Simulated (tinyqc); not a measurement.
# Changing the impurity potential U

Model: Koster-Slater impurity in a tight-binding band, by Green functions and by supercells. Computed by tinyqc, a small Python program. Command: `OMP_NUM_THREADS=1 python tinyqc.py 3014260 3014261 out.jsonl kosterslater sweep`. One thread of a shared host (Intel(R) Xeon(R) Processor @ 2.30GHz), about 0.1 s of CPU time with the checks.

One orbital per site, e(k) = -2 t sum cos(k_i) over 3 direction(s), band from -6 t to 6 t, lattice constant 1. One site has the extra energy U. Spin is left out.

Inputs (values chosen for the exercise, for a model band): hopping t = 1.1 eV; supercell edge N = 3 sites; energy inside the band E = 4.34 eV; broadening eta = 0.11 eV; impurity concentration c = 0.0009 per site.

Lattice: simple cubic.

Constants: hbar = 6.582119569e-16 eV s.

Method:
- Outside the band G0(E) = (1/pi) int_0^pi dk (2/(pi z)) K(16 t^2/z^2), z = E + 2 t cos k, K the complete elliptic integral with parameter m; 200 Gauss-Legendre points.
- A bound state solves 1/U = G0(E).
- Bisection in ln(distance from the edge) between 1e-5 t and |U| + t. Weight on the impurity site: -1/(U^2 dG0/dE), by a central difference with step min(1e-4 t, distance/30). Decay length along an axis: 1/arccosh(1 + distance/(2 t)).
- Inside the band G0(z), z = E + i eta, comes from the chain form 1/(sqrt(y - 2t) sqrt(y + 2t)) (principal roots) at y = z + 2 t cos k + 2 t cos k', averaged over k and k' in (0, pi) with 200 Gauss-Legendre points each.
- T = U/(1 - U G0); phase shift delta = -arg(1 - U G0) in (-pi, pi]; host density of states -Im G0/pi; on the impurity -Im[G0/(1 - U G0)]/pi; lifetime of a band state hbar/(-2 c Im T).
- In a periodic cell of N sites along each direction with Bloch vector K, the level solves 1/U = N^-d sum_k 1/(E - e(k)), k_i = (2 pi m_i + K_i)/N, m_i = 0..N-1; the outermost root on the side of U is taken (bisection). d is the number of directions. Gamma means K_i = 0, the zone corner K_i = pi, the quarter point K_i = pi/2.
- The error is measured against the isolated level E_b.

One run for each value; columns: (1) impurity potential U (eV); (2) distance from the band edge (eV); (3) weight on the impurity site; (4) decay length (sites); (5) scattering lifetime (fs); (6) width between Gamma and the corner (eV):
```
(1)        (2)      (3)     (4)     (5)      (6)
-33.00  26.621  0.99327  0.3063  253.60  0.01491
-25.50  19.186  0.98864  0.3373  266.60  0.02526
-19.70  13.472  0.98075  0.3771  284.04  0.04316
-15.20   9.085  0.96700  0.4313  307.76  0.07493
-11.70   5.738  0.94225  0.5111  340.58  0.13390
-9.07    3.310  0.89766  0.6374  384.73  0.24467
-7.01    1.539  0.80698  0.8907  447.18  0.47258
-5.41    0.387  0.58653  1.7099  536.55  0.90412
```

Describe and explain the trends.

Over the rows, distance from the band edge (eV) falls from 26.6 to 0.387; weight on the impurity site falls from 0.993 to 0.587; decay length (sites) rises from 0.306 to 1.71. In three dimensions binding starts at |U| = 3.957 t, quadratically in the excess. For large |U| the scattering lifetime tends to that of a site cut out of the lattice, T = -1/G0. The supercell width shrinks as the state tightens. Left out: -4.18 (U is too weak to bind a state, or binds it by less than 1e-5 t).
